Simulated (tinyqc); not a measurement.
Brillouin zone and empty-lattice bands of the diamond structure, step by step. Values are carried at full precision from step to step, so a last printed digit may differ when a step is redone from the rounded ones.

Primitive vectors a1 = a (0,1/2,1/2), a2 = a (1/2,0,1/2), a3 = a (1/2,1/2,0); atoms at 0 and (a1 + a2 + a3)/4. Reciprocal vectors obey a_i.b_j = 2 pi delta_ij; k is given in units of 2 pi/a. Empty-lattice levels are c0 (2 pi/a)^2 |k + G|^2, c0 = hbar^2/2m0. Points: X = (1, 0, 0), L = (0.5, 0.5, 0.5), K = (0.75, 0.75, 0), W = (1, 0.5, 0), U = (1, 0.25, 0.25).

Constants: hbar^2/2m0 = 3.80998211 eV angstrom^2; a0 (Bohr radius) = 0.5291772105 angstrom.

Values chosen for the exercise (out of a larger set: lattice near that of Ge; not measured data): a = 5.698 angstrom (lattice constant); Z = 4 (free electrons per atom); V1 = 1.14 eV (atomic form factor on the shell that bounds the zone).

## Reciprocal lattice

Give b1, b2, b3, the cell volume, the zone volume (2 pi)^3/V and the energy unit c0 (2 pi/a)^2.

b1, b2, b3 as rows (2 pi/a):
```
[[-1.0000, 1.0000, 1.0000],
 [1.0000, -1.0000, 1.0000],
 [1.0000, 1.0000, -1.0000]]
```

cell volume = 46.250 angstrom^3
zone volume = 5.3633 1/angstrom^3
energy unit = 4.6327 eV

## Shells of G and Bragg planes

List the first six shells of G with their number, the structure factor |sum over atoms of exp(i G.tau)|/(atoms per cell), and the distance |G|/2 of the Bragg plane from Gamma.

Shells:
```
|G|^2 ((2 pi/a)^2)  number  structure factor  |G|/2 (2 pi/a)
3.0000                   8            0.7071          0.8660
4.0000                   6            0.0000          1.0000
8.0000                  12            1.0000          1.4142
11.0000                 24            0.7071          1.6583
12.0000                  8            0.0000          1.7321
16.0000                  6            1.0000          2.0000
```

The structure factor vanishes at |G|^2 = 4.000 and 12.000: no first-order gap opens on those planes.

## The free-electron sphere

n = 2 Z/V, kF = (3 pi^2 n)^(1/3), EF = c0 kF^2, rs = (3/(4 pi n))^(1/3)/a0; compare kF with |k| of the points on the zone surface.

n = 0.17297 1/angstrom^3
kF = 1.5632 2 pi/a
EF = 11.320 eV
rs = 2.104

Points:
```
point  |k| (2 pi/a)  kF/|k|  lowest level (eV)  levels below EF
X            1.0000   1.563              4.633                6
L            0.8660   1.805              3.475                2
K            1.0607   1.474              5.212                5
W            1.1180   1.398              5.791                4
U            1.0607   1.474              5.212                5
```

The sphere encloses the whole first zone, so band 1 is full and the Fermi surface lies in higher bands. In the real crystal large gaps on the faces of the Jones zone remove the Fermi surface.

## Empty-lattice levels at Gamma, K and X

Give the five lowest values of |k + G|^2 with their degeneracy (spin not counted).

Levels:
```
point  |k + G|^2  degeneracy  E (eV)
Gamma     0.0000           1   0.000
Gamma     3.0000           8  13.898
Gamma     4.0000           6  18.531
Gamma     8.0000          12  37.062
Gamma    11.0000          24  50.960
K         1.1250           3   5.212
K         2.1250           2   9.845
K         3.1250           1  14.477
K         4.1250           4  19.110
K         5.1250           2  23.743
X         1.0000           2   4.633
X         2.0000           4   9.265
X         5.0000           8  23.164
X         6.0000           8  27.796
X         9.0000          10  41.695
```

The lowest level is 3-fold at K and 2-fold at X: as many zones meet there, and these are the lowest sets at these points on which a weak potential acts. In the diamond structure the levels at X and W stay paired: the structure factor of (200) vanishes and the glide symmetry keeps the pairing.

## The gap at L

At L two waves k and k - G with G = 2k are degenerate at E0. With V = |V1| x structure factor of G the levels are E0 -/+ V, and the masses normal to the face are 1/(1 -/+ 2 E0/V).

structure factor = 0.7071
E0 = 3.475 eV

levels (eV): [2.668, 4.281]

masses normal to the face, lower and upper (m0): [-0.1312, 0.1039]

EF of the free sphere, 11.32 eV, lies above the gap: the upper band holds electrons here (EF = c0 (3 pi^2 n)^(2/3) for 8 electrons a cell; its shift by the potential is neglected). In a diamond crystal this gap parts the first two valence bands; it is not the semiconductor gap.

## Checks

- a_i.b_j/(2 pi) against the unit matrix: they agree to 1e-10 or better.

Program tinyqc; command `OMP_NUM_THREADS=1 python tinyqc.py 1880279 1880280 out.jsonl`; about 0.01 s on one thread of a shared Intel(R) Xeon(R) Processor @ 2.30GHz.
